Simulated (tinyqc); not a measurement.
Landau-Devonshire theory of a uniaxial ferroelectric: one step, computed by the program tinyqc.

G(P) = (alpha/2) P^2 + (beta*/4) P^4 + (gamma/6) P^6 - E P per volume, SI units, one domain, P along the polar axis.

Problem. Spontaneous polarisation, susceptibility, coercive field. Ps^2 = [-beta* + sqrt(beta*^2 - 4 alpha gamma)]/(2 gamma). chi = 1/(eps_0 G''), G'' = alpha + 3 beta* P^2 + 5 gamma P^4 at Ps. Ps, chi and the coercive field are for perfect screening, without a depolarising field. The intrinsic coercive field is |alpha P + beta* P^3 + gamma P^5| at the P_c where G'' = 0. 1 C/m^2 = 100 microcoulomb/cm^2.

Inputs (values chosen for the exercise, for a model ferroelectric): Curie-Weiss temperature T0 = 560 K; gamma = 2.56e+10 J m^9/C^6; temperature T = 302 K.

Sample: free crystal.

alpha = -9.417000e+07 J m/C^2

beta* = 3.90e+09 J m^5/C^4

Constants: eps_0 = 8.8541878128e-12 F/m.

Give: spontaneous polarisation Ps; susceptibility chi; well depth G(Ps); P_c; intrinsic coercive field.

Solution.

spontaneous polarisation Ps = 14.559 microcoulomb/cm^2

susceptibility chi = 534.39

well depth G(Ps) = -0.51934 MJ/m^3

P_c = 8.6271 microcoulomb/cm^2

intrinsic coercive field = 5.4977 MV/m

P_c/Ps = 0.593, near the 1/sqrt(3) = 0.577 of a quartic well. Real switching runs by domain nucleation at far lower fields.
